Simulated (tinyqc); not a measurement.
# Double-gate transistor, scale length and short-channel effects: two studies

A body of thickness ts between two insulators of thickness ti and two tied gates. Below threshold the potential that source and drain add obeys Laplace's equation and vanishes on the gate. Its lowest mode decays along the channel as exp(-k y); k is the smallest positive root of the matching condition at the interface, and the scale length is Lambda = pi/k.

Values chosen for this exercise; permittivities: semiconductor close to that of silicon, insulator close to that of zirconium oxide: temperature T = 300 K; relative permittivity of the semiconductor eps_r = 11.9; relative permittivity of the insulator ei = 25.5; insulator thickness ti = 5.4 nm; body thickness ts = 6.9 nm; channel length L = 36 nm; potential of the source Vbi = 0.93 V; potential of the barrier top at threshold sT = 0.62 V; drain voltage Vds = 0.6 V.

Constants: q = 1.602176634e-19 C, kB = 1.380649e-23 J/K, Vt = kB T/q. Results are converted to the units shown.

Each table varies one quantity; the others keep the values above.

## Effect of the insulator thickness

k is the smallest positive root of f(k) = ei cos(k ti) cos(k ts/2) - eps_r sin(k ti) sin(k ts/2). Along the channel psi(y) = s + a exp(y/l) + b exp(-y/l) with psi(0) = Vbi, psi(L) = Vbi + Vds and l = 1/k = Lambda/pi; with A = Vbi - s, B = A + Vds, x = exp(-L/l): a = (B - A x) x/(1 - x^2), b = (A - B x)/(1 - x^2). The minimum is s + 2 sqrt(a b), at y = (l/2) ln(b/a). The long-channel potential follows the gate as s = sT + (Vg - VTL)/m, and the threshold VT is the gate voltage at which the minimum equals sT. Swing = m Vt ln 10/g at threshold, g = d(minimum)/ds = 1 - (b x + a)/((1 + x) sqrt(a b)). DIBL = [VT(0.05 V) - VT(Vds)]/(Vds - 0.05 V). sT and Vbi are held fixed; m = 1.

Results:
```
ti (nm)	Lambda (nm)	L/Lambda	VT - VTL at Vds (mV)	DIBL (mV/V)	swing (mV/decade)
1.8	8.784	4.099	-1.706	1.152	59.75
2.3	9.434	3.816	-2.663	1.799	59.87
3	10.45	3.446	-4.788	3.237	60.14
3.9	11.90	3.025	-9.360	6.341	60.73
5.1	14.01	2.569	-19.57	13.31	62.02
8.6	20.67	1.742	-80.09	55.53	69.51
```

Estimate the missing row, ti = 6.7 nm.

Computed row:
```
ti (nm)	Lambda (nm)	L/Lambda	VT - VTL at Vds (mV)	DIBL (mV/V)	swing (mV/decade)
6.7	17.00	2.117	-41.48	28.44	64.77
```

With this row back in the table: As ti goes from 1.8 to 8.6 nm, Lambda rises from 8.78 to 20.7 nm, DIBL rises from 1.15 to 55.5 mV/V and the swing rises from 59.7 to 69.5 mV a decade. On average Lambda goes as ti^(0.55).

## Effect of the relative permittivity of the insulator

Same model as above.

Results:
```
ei	Lambda (nm)	L/Lambda	VT - VTL at Vds (mV)	DIBL (mV/V)	swing (mV/decade)
3.9	26.34	1.367	-163.5	115.3	79.51
5.7	22.71	1.585	-106.9	74.57	72.75
8.5	19.70	1.828	-68.65	47.45	68.12
12	17.66	2.039	-47.44	32.59	65.51
27	14.39	2.502	-21.84	14.87	62.31
40	13.38	2.691	-16.05	10.90	61.58
```

Estimate the missing row, ei = 18.

Computed row:
```
ei	Lambda (nm)	L/Lambda	VT - VTL at Vds (mV)	DIBL (mV/V)	swing (mV/decade)
18	15.79	2.280	-31.54	21.55	63.53
```

With this row back in the table: As ei goes from 3.9 to 40, Lambda falls from 26.3 to 13.4 nm, DIBL falls from 115 to 10.9 mV/V and the swing falls from 79.5 to 61.6 mV a decade. On average Lambda goes as ei^(-0.29). At ei = 3.9 L is under 1.5 Lambda, where higher modes, left out of the one-mode potential, count.

Program tinyqc, `OMP_NUM_THREADS=1 python tinyqc.py 2420058 2420059 out.jsonl`; Intel Xeon 2.30GHz, shared host, one thread, about 0.01 s.
